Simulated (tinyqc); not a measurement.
Crystallisation kinetics and data retention of a phase-change cell: kissinger analysis.

Johnson-Mehl-Avrami-Kolmogorov law X = 1 - exp(-y^n), y = integral of k dt, k = (1/100 s) exp[-(Ec q/kB)(1/T - 1/T1)].

Tp is the temperature of the largest dX/dt on a ramp of rate b (b in K/min in the logarithm).

Values chosen for this exercise; values of the order of Ge-Sb-Te and related chalcogenides:
- Ec = 3.02 eV (activation energy of crystallisation)
- T1 = 413 K (temperature at which the rate k is 1/(100 s))
- n = 1.5 (Avrami exponent)

Constants: q = 1.602176634e-19 C, kB = 1.380649e-23 J/K. Results are converted to the units shown.

Kissinger analysis:

| b (K/min) | Tp (K) | q/kB Tp (1/eV) | ln(b/Tp^2) | X at the peak |
|---|---|---|---|---|
| 0.5 | 404.83 | 28.665 | -12.700 | 0.62660 |
| 1 | 408.02 | 28.441 | -12.023 | 0.62656 |
| 2 | 411.27 | 28.216 | -11.345 | 0.62652 |
| 5 | 415.64 | 27.920 | -10.450 | 0.62646 |
| 10 | 419.00 | 27.696 | -9.7732 | 0.62641 |
| 20 | 422.42 | 27.472 | -9.0963 | 0.62637 |
| 50 | 427.02 | 27.175 | -8.2017 | 0.62631 |
| 100 | 430.57 | 26.951 | -7.5251 | 0.62626 |

Tp rises from 405 to 431 K. The slope of ln(b/Tp^2) against q/kB Tp between the end rows is -3.020 eV, against Ec = 3.02 eV, and X at the peak stays near 1 - 1/e = 0.632 (0.627 to 0.626).

Range of the model: One Arrhenius rate is assumed; incubation, growth from the boundary and the non-Arrhenius kinetics of the supercooled liquid are left out.

Computed by the program tinyqc: `OMP_NUM_THREADS=1 python tinyqc.py 2490020 2490021 out.jsonl`, one thread of a shared Intel Xeon 2.30GHz, about 0.03 s for the whole run.
